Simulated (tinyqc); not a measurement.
Inside a calculation. Method: tight binding, dimerised chain. One step of it, computed by the program tinyqc.

Question. Levels at k. Diagonalise the Hermitian matrix.

H(k) at k (eV):
```
                     A                    B
A             0.000000  -3.554559+1.340150i
B  -3.554559-1.340150i             0.000000
```

Give: eigenvalues; weights |c|^2 of the basis functions.

Answer.

eigenvalues (eV): -3.7988  3.7988

weights |c|^2 of the basis functions:
```
   band 1  band 2
A  0.5000  0.5000
B  0.5000  0.5000
```
